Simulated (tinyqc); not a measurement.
Sputter depth profiling of a dopant layer: erosion rate, quantification and the mixing-roughness response: one step, computed by the program tinyqc. Command: `OMP_NUM_THREADS=1 python tinyqc.py 3020887 3020888 out.jsonl sims walk`. One thread of a shared host (Intel(R) Xeon(R) Processor @ 2.30GHz), about 0.05 s of CPU time with the checks.

A rastered ion beam erodes silicon (49.94 atoms per nm^3). The measured profile is the true one convolved with a depth response.

Question. Erosion and sensitivity. Scaling chosen for the exercise: yield Y = Y1 E^0.5, mixing length w = w1 E^0.5 (E in keV). Erosion rate = Y I/(e x raster^2 x density); depth step = rate x counting time; concentration = RSF x counts/matrix counts; detection limit = RSF x 3 sqrt(background x time)/(matrix rate x time).

Inputs (values chosen for the exercise, modelled on a dopant in silicon under an oxygen or caesium beam):
```
quantity,value,unit
beam energy E,4.2,keV
beam current,310,nA
raster side,200,um
sputter yield at 1 keV,1.1,-
mixing length at 1 keV,1.4,nm
relative sensitivity factor RSF,9e+20,1/cm^3
matrix count rate,330000,1/s
background count rate,0.38,1/s
counting time per point,0.5,s
```

True profile: box.

Constants: e = 1.602176634e-19 C.

Give: yield Y; mixing length w; erosion rate; depth step; detection limit.

Answer.

yield Y = 2.2543

mixing length w = 2.8691 nm

erosion rate = 2.1835 nm/s

depth step = 1.0918 nm

detection limit = 7.1327e+15 1/cm^3

Caution: with so few background counts Poisson statistics, not 3 sqrt(N), set the true limit.
